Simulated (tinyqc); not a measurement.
Schottky diode by thermionic emission with image-force lowering and series resistance: one step of the calculation.

Metal on an n-type semiconductor with one parabolic valley; V > 0 is forward bias (metal positive). I = I0 [exp(Vj/(n Vt)) - 1] with Vj = V - I Rs; I0 = S A* T^2 exp(-(phi - dphi)/Vt), the lowering dphi taken at zero bias.

Problem. Junction voltage. Newton step for g(Vj) = Vj + Rs I0 [exp(Vj/(n Vt)) - 1] - V = 0: Vj(new) = Vj - g/g', g' = 1 + Rs I0 exp(Vj/(n Vt))/(n Vt).

Parameters, values chosen for the exercise; band and dielectric values close to those of In0.53Ga0.47As: temperature T = 300 K; ideality factor n = 1.17; series resistance Rs = 3 ohm; applied bias V = 0.54 V.

Constants: q = 1.602176634e-19 C, kB = 1.380649e-23 J/K, Vt = kB T/q. Results are converted to the units shown.

I0 = 3.3557835e-6 A
Vj after iteration 1 = 0.50975476 V

Give: Vj after iteration 2.

Solution.

Vj after iteration 2 = 0.4795 V

Computed by the program tinyqc: `OMP_NUM_THREADS=1 python tinyqc.py 2640127 2640128 out.jsonl`, one thread of a shared Intel Xeon 2.30GHz, about 0.01 s for the whole run.
